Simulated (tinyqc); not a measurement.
Coherent transport through a tight-binding region between two chains, step by step. Computed by tinyqc, a small Python program that keeps every step. Settings: temperature = 77, mu = 0.26. Command: `OMP_NUM_THREADS=1 python tinyqc.py 28108 28109 out.jsonl` (the two numbers bound the seeds that draw the settings). One thread of a shared host (Intel(R) Xeon(R) Processor @ 2.60GHz), about 0.08 s of CPU time with the checks.

## Transmission at E = -0.23 eV

H of the central region (eV):
$$\begin{pmatrix}
-0.40000 & -1.35000 & 0.00000 & 0.00000 & 0.00000 \\
-1.35000 & -0.08000 & -1.89000 & 0.00000 & 0.00000 \\
0.00000 & -1.89000 & -0.76000 & -2.22000 & 0.00000 \\
0.00000 & 0.00000 & -2.22000 & 0.39000 & -2.22000 \\
0.00000 & 0.00000 & 0.00000 & -2.22000 & -0.45000
\end{pmatrix}$$

Leads: semi-infinite chains with site energy 0:
```
parameter                           value
lead hopping t (eV)              2.670000
coupling to the left lead (eV)   0.560000
coupling to the right lead (eV)  1.450000
left contact site                       1
right contact site                      5
```

E = -0.23000 eV

Surface Green function g = (E - i sqrt(4 t^2 - E^2)) / (2 t^2); self-energy tc^2 g on each contact site; G = (E - H - Sigma)^(-1); Gamma = -2 Im Sigma; T = Gamma_L Gamma_R |G_LR|^2; local density of states -Im G_ii / pi.

g = -0.01613-0.37418i 1/eV

G (1/eV):
$$\begin{pmatrix}
1.03969-0.80320i & 0.53611+0.01378i & -0.70009+0.57481i & -0.28928-0.14896i & 0.61930-0.61641i \\
0.53611+0.01378i & -0.06832-0.04839i & 0.14075-0.01368i & 0.02456+0.04446i & -0.13389+0.02610i \\
-0.70009+0.57481i & 0.14075-0.01368i & 0.51123-0.41166i & 0.20858+0.10993i & -0.45298+0.44237i \\
-0.28928-0.14896i & 0.02456+0.04446i & 0.20858+0.10993i & -0.07071-0.06410i & 0.22213-0.12783i \\
0.61930-0.61641i & -0.13389+0.02610i & -0.45298+0.44237i & 0.22213-0.12783i & 0.51502-0.47807i
\end{pmatrix}$$

local density of states (1/eV): [0.25567, 0.01540, 0.13104, 0.02040, 0.15217]

transmission = 0.28193

## Transmission across the band

The same steps on a grid of energies.

T(E):
```
E (eV)             T
-5.0730000  8.77e-06
-4.5657000   0.00016
-4.0584000   0.00619
-3.5511000   0.01910
-3.0438000   0.01425
-2.5365000   0.04466
-2.0292000   0.30496
-1.5219000   0.20334
-1.0146000   0.26874
-0.5073000   0.70146
0.0000000    0.13729
0.5073000    0.06491
1.0146000    0.08910
1.5219000    0.57058
2.0292000    0.03623
2.5365000    0.00970
3.0438000    0.00932
3.5511000    0.01573
4.0584000    0.00030
4.5657000   2.48e-05
5.0730000   2.00e-06
```

levels of the isolated region (eV): [-3.75611, -1.91004, -0.50218, 1.50083, 3.36751]

## Current

I = (2e/h) int T(E) [f(E - mu - V/2) - f(E - mu + V/2)] dE at 77 K with mu = 0.26 eV, the bias not changing H; 2e^2/h = 77.48092 microsiemens; the integral runs over the band on 4001 points.

Current:
```
V (volt)  I (microampere)
0.01000           0.06360
0.05000           0.31821
0.10000           0.63763
0.20000           1.28501
0.40000           2.65109
0.80000           6.06379
```
